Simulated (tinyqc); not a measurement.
## One level coupled to a phonon between two leads, self-consistent Born approximation: effect of the level position

Wide-band leads with mu_L = +V/2 and mu_R = -V/2; phonons in equilibrium, Nq = 1/(exp(w0/kB T) - 1). Scattering links only energies that differ by w0, so a ladder E_k = E1 + k w0 closes on itself; terms that reach past its ends are dropped. Gn and Gp are the electron and hole parts of the spectral function A = Gn + Gp.

|G|^2 = 1/[(E - ed)^2 + (GL + GR + Sin + Sout)^2/4], Gn = |G|^2 (GL fL + GR fR + Sin), Gp = |G|^2 (GL (1 - fL) + GR (1 - fR) + Sout), f = 1/(1 + exp((E - mu)/kB T)). Sin(E) = M^2 [(Nq + 1) Gn(E + w0) + Nq Gn(E - w0)], Sout(E) = M^2 [(Nq + 1) Gp(E - w0) + Nq Gp(E + w0)]. Spectral currents into the level: iL = GL [fL Gp - (1 - fL) Gn], iR = GR [fR Gp - (1 - fR) Gn]. Here E - ed is replaced by E - ed - R(E), with the real part R(E) = (1/2 pi) P int [Sin + Sout](y) dy/(E - y). The total for one spin is I = (q/h) times the integral of iL over all E (all ladders, each long enough that its ends do not matter); the power given to phonons is (1/h) times the integral of E (iL + iR).

Parameters, values chosen for the exercise: temperature of leads and phonons T = 77 K; phonon energy w0 = 20 meV; coupling to the left lead GL = 7.2 meV; coupling to the right lead GR = 7.3 meV; electron-phonon matrix element M = 4.6 meV; bias V = 39 mV.

Constants: q = 1.602176634e-19 C, kB = 1.380649e-23 J/K, h = 6.62607015e-34 J s, Vt = kB T/q. Results are converted to the units shown.

Effect of the level position:

| ed (meV) | I (uA) | I without phonons (uA) | ratio of the two | power to phonons (nW) | share of I V (%) |
|---|---|---|---|---|---|
| 0 | 0.5829 | 0.5946 | 0.9804 | 0.4903 | 2.157 |
| 9 | 0.5362 | 0.5447 | 0.9845 | 0.4234 | 2.025 |
| 17 | 0.4256 | 0.4269 | 0.9970 | 0.2881 | 1.736 |
| 26 | 0.2707 | 0.2654 | 1.020 | 0.1379 | 1.306 |
| 35 | 0.1484 | 0.1430 | 1.038 | 0.04904 | 0.8472 |
| 43 | 0.08458 | 0.08122 | 1.041 | 0.01681 | 0.5095 |
| 52 | 0.04768 | 0.04608 | 1.035 | 0.005210 | 0.2802 |
| 61 | 0.02975 | 0.02902 | 1.025 | 0.002002 | 0.1725 |
| 70 | 0.02041 | 0.02006 | 1.017 | 9.593e-4 | 0.1205 |

What does the comparison show?

I falls from 0.583 to 0.0204 uA as the level leaves the window |E| < 19.5 meV; the ratio to the current without phonons goes from 0.980 through a maximum of 1.04 (at ed = 43 meV among the rows listed) to 1.02. The power to phonons falls from 0.490 to 9.59e-4 nW.

Range of the model: The self-consistent Born approximation keeps only non-crossing phonon lines and no Hartree shift; it is rough once the coupling nears the phonon energy.

Program tinyqc, `OMP_NUM_THREADS=1 python tinyqc.py 2720129 2720130 out.jsonl`; Intel Xeon 2.30GHz, shared host, one thread, about 0.07 s.
